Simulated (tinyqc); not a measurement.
Adsorption as a lattice gas: isotherms with interactions, competition, desorption peaks and saturation dose: one step, computed by the program tinyqc. Command: `OMP_NUM_THREADS=1 python tinyqc.py 3008618 3008619 out.jsonl adsorb walk`. One thread of a shared host (Intel(R) Xeon(R) Processor @ 2.30GHz), about 0.2 s of CPU time with the checks.

One adsorbate per site; a molecule needs 2 empty sites. Gas and surface have the same temperature.

Problem. Flux and the Langmuir coverage. Flux F = p/sqrt(2 pi M k_B T); k_d = nu exp(-E/(k_B T)); 2 s0 F (1 - theta)^2 = N_s k_d theta^2, so y = sqrt(2 s0 F/(N_s k_d)), theta = y/(1 + y). With a second gas on the same sites theta = y/(1 + y + K_B p_B).

Inputs (values chosen for the exercise, for a model surface):
```
quantity                             value    unit
desorption energy E                   1.16      eV
prefactor nu                       1.5e+14     1/s
site density N_s                       7.7  1/nm^2
molecular mass M                      20.3       u
sticking coefficient s0              0.012       -
temperature T                          386       K
pressure p                           2e-05      Pa
blocking by a second gas, K_B p_B     0.61       -
```

Adsorption: dissociative (second order).

Constants: u = 1.6605390666e-27 kg; k_B = 1.380649e-23 J/K; k_B = 8.617333262e-05 eV/K.

Give: flux F; k_d; y; Langmuir coverage; coverage with the second gas.

Solution.

flux F = 0.5953 1/(nm^2 s)

k_d = 0.1073 1/s

y = 0.1315

Langmuir coverage = 0.1162

coverage with the second gas = 0.07551
